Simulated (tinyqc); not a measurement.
Hall measurement with a parallel conducting layer.

Two layers in parallel, unit Hall factors, low field: 1/Rs = q (ns mu + n2 m2); apparent mobility (ns mu^2 + sg n2 m2^2)/(ns mu + n2 m2); apparent density (ns mu + n2 m2)^2/(ns mu^2 + sg n2 m2^2); a negative value means the sign of the second layer.

Values chosen for this exercise: sheet density of the layer ns = 1e12 cm^-2; drift mobility mu = 380 cm^2/(V s); mobility of the parallel layer m2 = 730 cm^2/(V s); sign of its carriers relative to the first layer sg = 1.

Constants: q = 1.602176634e-19 C. Results are converted to the units shown.

Hall measurement with a parallel conducting layer:
columns A: n2 (cm^-2); B: Rs (ohm/square); C: apparent density (cm^-2); D: apparent mobility (cm^2/(V s)); E: share of the conductance in layer 2 (%)
```
A           B         C      D       E
3e9   1.633e4  1.000e12  382.0  0.5730
1e10  1.612e4  1.002e12  386.6   1.885
6e10  1.473e4  1.018e12  416.2   10.34
2e11  1.187e4  1.102e12  477.1   27.76
1e12     5623  1.819e12  610.2   65.77
4e12     1891  4.785e12  689.7   88.48
2e13    416.7  2.077e13  721.1   97.46
7e13    121.2  7.077e13  727.4   99.26
3e14    28.45  3.008e14  729.4   99.83
```

What does the comparison show?

The apparent mobility rises from 382 to 729 cm^2/(V s), between mu = 380 and sg m2 = 730. The apparent density never exceeds ns + n2; among the rows it falls to 0.910 of that sum, at n2 = 1e12.

tinyqc, about 0.01 s, one thread, Intel Xeon 2.30GHz (shared host): `OMP_NUM_THREADS=1 python tinyqc.py 2850211 2850212 out.jsonl`
